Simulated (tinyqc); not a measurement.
Worked calculation (part 1 of 2): UHF in the sto-6g basis, for H4+, spin multiplicity 2. Computed by tinyqc, a small Python program that keeps every step (integrals from PySCF). Settings: charge = 1, multiplicity = 2, basis = sto-6g, energy threshold = 1e-09, iteration cap = 89, orthogonalisation = canonical, start = random, DIIS depth = 0, shift = 1.0, method = UHF. Command: `OMP_NUM_THREADS=1 python tinyqc.py 20582 20583 out.jsonl` (the two numbers bound the seeds that draw the settings). One thread of a shared host (Intel(R) Xeon(R) Processor @ 2.60GHz), about 0.1 s of CPU time with the checks. Later iterations appear only in the table of the cycle.

## One-electron integrals

Geometry (angstrom):
```
atom         x         y         z
H     0.000000  0.000000  0.000000
H     0.000000  0.000000  1.339000
H     0.000000  0.000000  2.487000
H     0.000000  0.000000  3.826000
```

Basis sto-6g: exponents (1/bohr^2) and contraction coefficients of normalised primitives:
```
element  l (shell)   exponent  coefficient
H            s (1)  35.523221     0.009164
H            s (1)   6.513144     0.049361
H            s (1)   1.822143     0.168538
H            s (1)   0.625955     0.370563
H            s (1)   0.243077     0.416492
H            s (1)   0.100112     0.130334
```

Overlap, kinetic and nuclear-attraction integrals over the contracted functions; the nuclear repulsion is the sum of Za Zb / Rab.

nuclear repulsion = 1.81522782 hartree

overlap S:
```
          1H 1s     2H 1s     3H 1s     4H 1s
1H 1s  1.000000  0.321884  0.053444  0.004591
2H 1s  0.321884  1.000000  0.414194  0.053444
3H 1s  0.053444  0.414194  1.000000  0.321884
4H 1s  0.004591  0.053444  0.321884  1.000000
```

kinetic energy T (hartree):
```
           1H 1s      2H 1s      3H 1s      4H 1s
1H 1s   0.768522   0.028517  -0.010177  -0.001680
2H 1s   0.028517   0.768522   0.066665  -0.010177
3H 1s  -0.010177   0.066665   0.768522   0.028517
4H 1s  -0.001680  -0.010177   0.028517   0.768522
```

nuclear attraction V (hartree):
```
           1H 1s      2H 1s      3H 1s      4H 1s
1H 1s  -1.982760  -0.595707  -0.095587  -0.007620
2H 1s  -0.595707  -2.297568  -0.854162  -0.095587
3H 1s  -0.095587  -0.854162  -2.297568  -0.595707
4H 1s  -0.007620  -0.095587  -0.595707  -1.982760
```

core Hamiltonian H = T + V (hartree):
```
           1H 1s      2H 1s      3H 1s      4H 1s
1H 1s  -1.214238  -0.567190  -0.105764  -0.009300
2H 1s  -0.567190  -1.529046  -0.787498  -0.105764
3H 1s  -0.105764  -0.787498  -1.529046  -0.567190
4H 1s  -0.009300  -0.105764  -0.567190  -1.214238
```

## Two-electron integrals

Functions are numbered as in S; the eight-fold symmetry (ij|kl) = (ji|kl) = (kl|ij) leaves the list below.

Two-electron integrals (ij|kl) in chemists' order, unique and non-zero (hartree):
```
(11|11) 0.774999   (21|11) 0.180856   (21|21) 0.061019   (22|11) 0.381928
(22|21) 0.180856   (22|22) 0.774999   (31|11) 0.021933   (31|21) 0.008286
(31|22) 0.029106   (31|31) 0.001318   (32|11) 0.115635   (32|21) 0.054141
(32|22) 0.246617   (32|31) 0.010586   (32|32) 0.105838   (33|11) 0.212653
(33|21) 0.094922   (33|22) 0.432560   (33|31) 0.021933   (33|32) 0.246617
(33|33) 0.774999   (41|11) 0.001407   (41|21) 0.000553   (41|22) 0.002039
(41|31) 0.000096   (41|32) 0.000842   (41|33) 0.002039   (41|41) 0.000008
(42|11) 0.011469   (42|21) 0.005053   (42|22) 0.021933   (42|31) 0.001040
(42|32) 0.010586   (42|33) 0.029106   (42|41) 0.000096   (42|42) 0.001318
(43|11) 0.054452   (43|21) 0.022657   (43|22) 0.094922   (43|31) 0.005053
(43|32) 0.054141   (43|33) 0.180856   (43|41) 0.000553   (43|42) 0.008286
(43|43) 0.061019   (44|11) 0.138310   (44|21) 0.054452   (44|22) 0.212653
(44|31) 0.011469   (44|32) 0.115635   (44|33) 0.381928   (44|41) 0.001407
(44|42) 0.021933   (44|43) 0.180856   (44|44) 0.774999
```

## Orthogonalisation

S = U s U^T; canonical form X = U s^(-1/2), so that X^T S X = 1. Each column of U has its largest component positive (the first on a tie).

eigenvalues of S: 0.452963  0.781824  1.128252  1.636961

X:
```
               1          2          3         4
1H 1s  -0.465991   0.687699   0.596644  0.282080
2H 1s   0.941645  -0.408167   0.295261  0.475263
3H 1s  -0.941645  -0.408167  -0.295261  0.475263
4H 1s   0.465991   0.687699  -0.596644  0.282080
```

## Starting guess

The start is random orthonormal orbitals; D(s) = C_occ C_occ^T for each spin.

D(alpha) at the start:
```
           1H 1s      2H 1s      3H 1s      4H 1s
1H 1s   0.827139  -0.027839   0.312457   0.119751
2H 1s  -0.027839   0.488533  -0.191656  -0.511450
3H 1s   0.312457  -0.191656   0.185325   0.233741
4H 1s   0.119751  -0.511450   0.233741   0.545387
```

D(beta) at the start:
```
           1H 1s      2H 1s      3H 1s      4H 1s
1H 1s   0.003097   0.038683  -0.013239  -0.039916
2H 1s   0.038683   0.483163  -0.165363  -0.498561
3H 1s  -0.013239  -0.165363   0.056596   0.170634
4H 1s  -0.039916  -0.498561   0.170634   0.514450
```

## Iteration 1: building the Fock matrix

J_ij = sum D_kl (ij|kl) with D = D(alpha) + D(beta), K_ij = sum D_kl (ik|jl) for each spin; F = H + J - K(s); E = tr D H + tr D J / 2 - 0.5 sum_s tr D(s) K(s) + E_nn.

Coulomb J (hartree):
```
          1H 1s     2H 1s     3H 1s     4H 1s
1H 1s  1.168156  0.382392  0.059363  0.004857
2H 1s  0.382392  1.278209  0.472331  0.058350
3H 1s  0.059363  0.472331  1.116026  0.370430
4H 1s  0.004857  0.058350  0.370430  1.262895
```

exchange K(alpha) (hartree):
```
          1H 1s      2H 1s     3H 1s      4H 1s
1H 1s  0.671367   0.248647  0.088314   0.008979
2H 1s  0.248647   0.362372  0.073353  -0.053846
3H 1s  0.088314   0.073353  0.178663   0.165209
4H 1s  0.008979  -0.053846  0.165209   0.494245
```

exchange K(beta) (hartree):
```
           1H 1s      2H 1s      3H 1s      4H 1s
1H 1s   0.042002   0.086625  -0.000417  -0.031386
2H 1s   0.086625   0.293642   0.010851  -0.080247
3H 1s  -0.000417   0.010851   0.052401   0.107925
4H 1s  -0.031386  -0.080247   0.107925   0.439778
```

F(alpha) (hartree):
```
           1H 1s      2H 1s      3H 1s      4H 1s
1H 1s  -0.717449  -0.433445  -0.134715  -0.013422
2H 1s  -0.433445  -0.613209  -0.388520   0.006432
3H 1s  -0.134715  -0.388520  -0.591682  -0.361969
4H 1s  -0.013422   0.006432  -0.361969  -0.445588
```

F(beta) (hartree):
```
           1H 1s      2H 1s      3H 1s      4H 1s
1H 1s  -0.088084  -0.271423  -0.045984   0.026942
2H 1s  -0.271423  -0.544479  -0.326018   0.032832
3H 1s  -0.045984  -0.326018  -0.465421  -0.304685
4H 1s   0.026942   0.032832  -0.304685  -0.391121
```

total energy of this density = -1.07879713 hartree

## Iteration 1: diagonalisation and new density

A level shift of 1 hartree raises the virtual space: F + shift (S - S D(s) S), with D(s) the density of one spin. Diagonalise F' = X^T F X, C = X C', fill 2 alpha and 1 beta electrons from the bottom; D(s) = C_occ C_occ^T. Each column has its largest component positive (the first on a tie).

F' = X^T F X (alpha) (hartree):
```
           1          2          3          4
1   0.789473   0.384371  -0.163089   0.324674
2   0.384371   0.132417   0.202449  -0.371853
3  -0.163089   0.202449  -0.489164  -0.396951
4   0.324674  -0.371853  -0.396951  -0.314544
```

orbital energies (alpha) (hartree): MO1 -0.832295, MO2 -0.534756, MO3 0.487124, MO4 0.998108

coefficients C (alpha):
```
             MO1        MO2        MO3        MO4
1H 1s   0.780636   0.295826   0.612661   0.231025
2H 1s   0.346500  -0.572328  -0.532680  -0.796856
3H 1s   0.183050   0.439940  -0.591392   0.888566
4H 1s  -0.121706   0.728854   0.055774  -0.759263
```

F' = X^T F X (beta) (hartree):
```
           1         2          3          4
1   1.005837  0.114973  -0.385260  -0.047142
2   0.114973  0.601162   0.584611   0.140319
3  -0.385260  0.584611  -0.110044  -0.005395
4  -0.047142  0.140319  -0.005395   0.430254
```

orbital energies (beta) (hartree): MO1 -0.545437, MO2 0.409053, MO3 0.915588, MO4 1.148005

coefficients C (beta):
```
             MO1       MO2        MO3        MO4
1H 1s   0.092381  0.063157  -0.628282   0.847567
2H 1s   0.712237  0.463783  -0.233125  -0.767871
3H 1s  -0.252272  0.587202   0.724701   0.657806
4H 1s  -0.686220  0.269156  -0.627247  -0.434568
```

D(alpha) after iteration 1:
```
          1H 1s      2H 1s      3H 1s      4H 1s
1H 1s  0.696905   0.101181   0.273041   0.120606
2H 1s  0.101181   0.447622  -0.188363  -0.459315
3H 1s  0.273041  -0.188363   0.227054   0.298374
4H 1s  0.120606  -0.459315   0.298374   0.546041
```

D(beta) after iteration 1:
```
           1H 1s      2H 1s      3H 1s      4H 1s
1H 1s   0.008534   0.065797  -0.023305  -0.063394
2H 1s   0.065797   0.507281  -0.179678  -0.488751
3H 1s  -0.023305  -0.179678   0.063641   0.173114
4H 1s  -0.063394  -0.488751   0.173114   0.470897
```

## Iteration 2: building the Fock matrix

As before.

Coulomb J (hartree):
```
          1H 1s     2H 1s     3H 1s     4H 1s
1H 1s  1.129886  0.379762  0.059742  0.004916
2H 1s  0.379762  1.293032  0.482893  0.059541
3H 1s  0.059742  0.482893  1.153464  0.377677
4H 1s  0.004916  0.059541  0.377677  1.267694
```

exchange K(alpha) (hartree):
```
          1H 1s      2H 1s     3H 1s      4H 1s
1H 1s  0.613061   0.271177  0.093790   0.012018
2H 1s  0.271177   0.374825  0.091737  -0.032994
3H 1s  0.093790   0.091737  0.238200   0.207766
4H 1s  0.012018  -0.032994  0.207766   0.522947
```

exchange K(beta) (hartree):
```
           1H 1s      2H 1s      3H 1s      4H 1s
1H 1s   0.056770   0.101404  -0.000198  -0.034527
2H 1s   0.101404   0.315257   0.012394  -0.080717
3H 1s  -0.000198   0.012394   0.052558   0.102398
4H 1s  -0.034527  -0.080717   0.102398   0.407505
```

F(alpha) (hartree):
```
           1H 1s      2H 1s      3H 1s      4H 1s
1H 1s  -0.697413  -0.458605  -0.139813  -0.016402
2H 1s  -0.458605  -0.610839  -0.396342  -0.013229
3H 1s  -0.139813  -0.396342  -0.613782  -0.397279
4H 1s  -0.016402  -0.013229  -0.397279  -0.469490
```

F(beta) (hartree):
```
           1H 1s      2H 1s      3H 1s      4H 1s
1H 1s  -0.141123  -0.288832  -0.045824   0.030143
2H 1s  -0.288832  -0.551271  -0.316999   0.034495
3H 1s  -0.045824  -0.316999  -0.428140  -0.291912
4H 1s   0.030143   0.034495  -0.291912  -0.354049
```

total energy of this density = -1.15136547 hartree

## Iteration 2: diagonalisation and new density

As before.

F' = X^T F X (alpha) (hartree):
```
           1          2          3          4
1   0.857122   0.302695  -0.237021   0.302698
2   0.302695   0.276750   0.215437  -0.407271
3  -0.237021   0.215437  -0.522371  -0.327140
4   0.302698  -0.407271  -0.327140  -0.471659
```

orbital energies (alpha) (hartree): MO1 -0.852496, MO2 -0.585110, MO3 0.553384, MO4 1.024064

coefficients C (alpha):
```
             MO1        MO2        MO3        MO4
1H 1s   0.746684   0.138178   0.676393   0.302478
2H 1s   0.376474  -0.507410  -0.553489  -0.812897
3H 1s   0.208041   0.491395  -0.552557   0.881068
4H 1s  -0.034040   0.730717   0.190697  -0.744419
```

F' = X^T F X (beta) (hartree):
```
           1         2          3          4
1   1.011790  0.133546  -0.392031  -0.064497
2   0.133546  0.640705   0.531976   0.142255
3  -0.392031  0.531976  -0.143225  -0.067109
4  -0.064497  0.142255  -0.067109   0.435223
```

orbital energies (beta) (hartree): MO1 -0.540831, MO2 0.433698, MO3 0.912195, MO4 1.139431

coefficients C (beta):
```
             MO1       MO2        MO3        MO4
1H 1s   0.132181  0.072303   0.740675  -0.744534
2H 1s   0.736794  0.436572   0.069929   0.792463
3H 1s  -0.253909  0.579525  -0.620697  -0.762079
4H 1s  -0.645859  0.317175   0.580099   0.520943
```

D(alpha) after iteration 2:
```
          1H 1s      2H 1s      3H 1s      4H 1s
1H 1s  0.576630   0.210994   0.223241   0.075552
2H 1s  0.210994   0.399197  -0.171017  -0.383588
3H 1s  0.223241  -0.171017   0.284750   0.351989
4H 1s  0.075552  -0.383588   0.351989   0.535106
```

D(beta) after iteration 2:
```
           1H 1s      2H 1s      3H 1s      4H 1s
1H 1s   0.017472   0.097390  -0.033562  -0.085371
2H 1s   0.097390   0.542865  -0.187079  -0.475865
3H 1s  -0.033562  -0.187079   0.064470   0.163990
4H 1s  -0.085371  -0.475865   0.163990   0.417134
```

## Iteration 3: building the Fock matrix

As before.

Coulomb J (hartree):
```
          1H 1s     2H 1s     3H 1s     4H 1s
1H 1s  1.099696  0.379513  0.060484  0.004988
2H 1s  0.379513  1.316733  0.496530  0.060740
3H 1s  0.060484  0.496530  1.194974  0.382981
4H 1s  0.004988  0.060740  0.382981  1.257890
```

exchange K(alpha) (hartree):
```
          1H 1s      2H 1s     3H 1s      4H 1s
1H 1s  0.554760   0.285287  0.094275   0.009439
2H 1s  0.285287   0.382935  0.117549  -0.009410
3H 1s  0.094275   0.117549  0.312797   0.249587
4H 1s  0.009439  -0.009410  0.249587   0.540770
```

exchange K(beta) (hartree):
```
           1H 1s      2H 1s     3H 1s      4H 1s
1H 1s   0.076675   0.121376  0.001892  -0.037207
2H 1s   0.121376   0.350213  0.018645  -0.081436
3H 1s   0.001892   0.018645  0.048139   0.089864
4H 1s  -0.037207  -0.081436  0.089864   0.363012
```

F(alpha) (hartree):
```
           1H 1s      2H 1s      3H 1s      4H 1s
1H 1s  -0.669302  -0.472965  -0.139555  -0.013751
2H 1s  -0.472965  -0.595248  -0.408516  -0.035614
3H 1s  -0.139555  -0.408516  -0.646870  -0.433796
4H 1s  -0.013751  -0.035614  -0.433796  -0.497119
```

F(beta) (hartree):
```
           1H 1s      2H 1s      3H 1s      4H 1s
1H 1s  -0.191216  -0.309054  -0.047172   0.032896
2H 1s  -0.309054  -0.562526  -0.309613   0.036412
3H 1s  -0.047172  -0.309613  -0.382211  -0.274073
4H 1s   0.032896   0.036412  -0.274073  -0.319360
```

total energy of this density = -1.23244232 hartree

## Iteration 3: diagonalisation and new density

As before.

F' = X^T F X (alpha) (hartree):
```
           1          2          3          4
1   0.918597   0.210472  -0.278012   0.284486
2   0.210472   0.437977   0.202282  -0.398929
3  -0.278012   0.202282  -0.573844  -0.228420
4   0.284486  -0.398929  -0.228420  -0.615693
```

orbital energies (alpha) (hartree): MO1 -0.861875, MO2 -0.646822, MO3 0.627760, MO4 1.047974

coefficients C (alpha):
```
            MO1        MO2        MO3        MO4
1H 1s  0.698987  -0.066940   0.700745   0.376198
2H 1s  0.369176  -0.467021  -0.541917  -0.847511
3H 1s  0.280246   0.512957  -0.528499   0.863351
4H 1s  0.078229   0.706226   0.341235  -0.710152
```

F' = X^T F X (beta) (hartree):
```
           1         2          3          4
1   1.021782  0.148319  -0.393640  -0.094148
2   0.148319  0.677355   0.480417   0.150965
3  -0.393640  0.480417  -0.164161  -0.151544
4  -0.094148  0.150965  -0.151544   0.432936
```

orbital energies (beta) (hartree): MO1 -0.546665, MO2 0.466996, MO3 0.903890, MO4 1.143690

coefficients C (beta):
```
             MO1       MO2        MO3        MO4
1H 1s   0.176463  0.072144   0.823466   0.641242
2H 1s   0.765134  0.390606  -0.081161  -0.788516
3H 1s  -0.236485  0.573548  -0.516855   0.845179
4H 1s  -0.594963  0.383650   0.527216  -0.588648
```

D(alpha) after iteration 3:
```
          1H 1s      2H 1s      3H 1s      4H 1s
1H 1s  0.493063   0.289312   0.161551   0.007406
2H 1s  0.289312   0.354400  -0.136102  -0.300942
3H 1s  0.161551  -0.136102   0.341663   0.384187
4H 1s  0.007406  -0.300942   0.384187   0.504874
```

D(beta) after iteration 3:
```
           1H 1s      2H 1s      3H 1s      4H 1s
1H 1s   0.031139   0.135018  -0.041731  -0.104989
2H 1s   0.135018   0.585430  -0.180943  -0.455227
3H 1s  -0.041731  -0.180943   0.055925   0.140700
4H 1s  -0.104989  -0.455227   0.140700   0.353981
```

## Iteration 75 (converged): orbitals

converged F(alpha) (hartree):
```
           1H 1s      2H 1s      3H 1s      4H 1s
1H 1s  -0.678925  -0.470420  -0.107449   0.008535
2H 1s  -0.470420  -0.521020  -0.423260  -0.107439
3H 1s  -0.107449  -0.423260  -0.521019  -0.470417
4H 1s   0.008535  -0.107439  -0.470417  -0.678956
```

converged F(beta) (hartree):
```
           1H 1s      2H 1s      3H 1s      4H 1s
1H 1s  -0.164631  -0.298793  -0.117487  -0.021872
2H 1s  -0.298793  -0.621664  -0.582951  -0.117478
3H 1s  -0.117487  -0.582951  -0.621644  -0.298770
4H 1s  -0.021872  -0.117478  -0.298770  -0.164592
```

Diagonalise F' = X^T F X, C = X C', fill 2 alpha and 1 beta electrons from the bottom; D(s) = C_occ C_occ^T. Each column has its largest component positive (the first on a tie).

F' = X^T F X (alpha) (hartree):
```
           1          2          3          4
1   0.165156  -0.000006   0.019942   0.000000
2  -0.000006  -0.299930   0.000017  -0.138413
3   0.019942   0.000017  -0.762281   0.000002
4   0.000000  -0.138413   0.000002  -0.843144
```

orbital energies (alpha) (hartree): MO1 -0.876379, MO2 -0.762709, MO3 -0.266695, MO4 0.165585

coefficients C (alpha):
```
            MO1        MO2        MO3        MO4
1H 1s  0.434814   0.606523   0.602847  -0.453071
2H 1s  0.366816   0.274996  -0.507827   0.947779
3H 1s  0.366844  -0.274922  -0.507872  -0.947765
4H 1s  0.434880  -0.606516   0.602819   0.453054
```

F' = X^T F X (beta) (hartree):
```
           1          2          3          4
1   0.187588   0.000005  -0.095977   0.000000
2   0.000005  -0.110387  -0.000009   0.218756
3  -0.095977  -0.000009  -0.236129  -0.000019
4   0.000000   0.218756  -0.000019  -0.797077
```

orbital energies (beta) (hartree): MO1 -0.860844, MO2 -0.256855, MO3 -0.046620, MO4 0.208314

coefficients C (beta):
```
            MO1        MO2        MO3        MO4
1H 1s  0.078371  -0.484880   0.739150   0.581410
2H 1s  0.570510  -0.487343  -0.258910  -0.858097
3H 1s  0.570487   0.487403  -0.258801   0.858110
4H 1s  0.078343   0.484797   0.739172  -0.581455
```

D(alpha) after iteration 75:
```
           1H 1s      2H 1s      3H 1s      4H 1s
1H 1s   0.556933   0.326288  -0.007238  -0.178774
2H 1s   0.326288   0.210176   0.058962  -0.007269
3H 1s  -0.007238   0.058962   0.210156   0.326278
4H 1s  -0.178774  -0.007269   0.326278   0.556983
```

D(beta) after iteration 75:
```
          1H 1s     2H 1s     3H 1s     4H 1s
1H 1s  0.006142  0.044711  0.044710  0.006140
2H 1s  0.044711  0.325482  0.325468  0.044696
3H 1s  0.044710  0.325468  0.325455  0.044694
4H 1s  0.006140  0.044696  0.044694  0.006138
```

## Convergence

Stop when the energy changes by less than 1e-09 hartree and every element of the error matrix X^T (F D S - S D F) X (for each spin) is below 9e-06.

Course of the cycle:
```
iteration  E (hartree)     change  largest element of the error matrix
1          -1.07879713          -                             1.38e-01
2          -1.15136547  -7.26e-02                             1.30e-01
3          -1.23244232  -8.11e-02                             1.42e-01
4          -1.31491225  -8.25e-02                             1.34e-01
5          -1.38628850  -7.14e-02                             1.10e-01
6          -1.44081707  -5.45e-02                             1.10e-01
7          -1.48143484  -4.06e-02                             1.13e-01
8          -1.51363835  -3.22e-02                             1.14e-01
9          -1.54115144  -2.75e-02                             1.13e-01
10         -1.56536361  -2.42e-02                             1.09e-01
11         -1.58630720  -2.09e-02                             1.02e-01
12         -1.60370265  -1.74e-02                             9.24e-02
13         -1.61755946  -1.39e-02                             8.22e-02
14         -1.62828183  -1.07e-02                             7.19e-02
...                ...        ...                                  ...
62         -1.66737703  -1.58e-08                             6.74e-05
63         -1.66737705  -1.17e-08                             5.78e-05
64         -1.66737705  -8.64e-09                             4.96e-05
65         -1.66737706  -6.39e-09                             4.26e-05
66         -1.66737706  -4.74e-09                             3.65e-05
67         -1.66737707  -3.51e-09                             3.13e-05
68         -1.66737707  -2.61e-09                             2.69e-05
69         -1.66737707  -1.93e-09                             2.31e-05
70         -1.66737707  -1.44e-09                             1.98e-05
71         -1.66737708  -1.07e-09                             1.70e-05
72         -1.66737708  -7.96e-10                             1.46e-05
73         -1.66737708  -5.94e-10                             1.25e-05
74         -1.66737708  -4.43e-10                             1.07e-05
75         -1.66737708  -3.31e-10                             9.23e-06
```

PySCF UHF in the same basis, after a stability check = -1.66737708 hartree

Converged in 75 iterations.
